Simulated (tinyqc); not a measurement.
Round or elliptic silicon nanowire with anisotropic valleys (Ritz method): one step. Stretching the ellipse. Three cases, with inputs chosen for the exercise.

Problem. Scaling y by 1/sqrt(w_y) and z by 1/sqrt(w_z) makes the mass 1 and the semi-axes A = a/sqrt(w_y), B = b/sqrt(w_z). List them with the one-function estimate 3c (1/A^2 + 1/B^2) and the slender limit c (pi/2s)^2 (1 + 2s/(pi l)), s and l the smaller and larger of A, B; c = hbar^2/2m0.

Wire along x = [100] on a (001) wafer, y = [010], z = [001]. Valley groups, two valleys each (w = inverse masses): A, axis along z: w_y = 1/mt, w_z = 1/ml, m_x = mt; B, axis along y: w_y = 1/ml, w_z = 1/mt, m_x = mt; C, axis along x: w_y = w_z = 1/mt, m_x = ml.

Constants: hbar^2/2m0 = 3.80998211 eV angstrom^2.

Case 1.

Values chosen (near those of a Si nanowire; the results hold for these values, not for the real material): ml = 0.925 m0 (longitudinal mass); mt = 0.189 m0 (transverse mass); a = 41 angstrom (semi-axis along y); b = 41 angstrom (semi-axis along z).

Case 2.

Values chosen (near those of a Si nanowire; the results hold for these values, not for the real material): ml = 0.917 m0 (longitudinal mass); mt = 0.187 m0 (transverse mass); a = 32 angstrom (semi-axis along y); b = 20 angstrom (semi-axis along z).

Case 3.

Values chosen (near those of a Si nanowire; the results hold for these values, not for the real material): ml = 0.91 m0 (longitudinal mass); mt = 0.192 m0 (transverse mass); a = 14 angstrom (semi-axis along y); b = 15 angstrom (semi-axis along z).

Give: Groups.

Solution.

Case 1.

Groups:
```
group  g      A      B  axis ratio  one function (eV)  slender limit (eV)
A      2  17.82  39.43       2.212             0.0433              0.0381
B      2  39.43  17.82       2.212             0.0433              0.0381
C      2  17.82  17.82       1.000             0.0720              0.0484
```

Case 2.

Groups:
```
group  g      A      B  axis ratio  one function (eV)  slender limit (eV)
A      2  13.84  19.15       1.384             0.0909              0.0717
B      2  30.64   8.65       3.543             0.1650              0.1483
C      2  13.84   8.65       1.600             0.2125              0.1757
```

Case 3.

Groups:
```
group  g      A      B  axis ratio  one function (eV)  slender limit (eV)
A      2   6.13  14.31       2.333             0.3596              0.3180
B      2  13.36   6.57       2.032             0.3287              0.2858
C      2   6.13   6.57       1.071             0.5683              0.3982
```

The one-function value suits axis ratios near 1 and the slender limit ratios well above 2.

Computed by tinyqc, one run a case: `OMP_NUM_THREADS=1 python tinyqc.py N N+1 out.jsonl` with N = 1251676, 1252116, 1252220; one thread of a shared Intel(R) Xeon(R) Processor @ 2.30GHz, about 0.05 s a run at most.
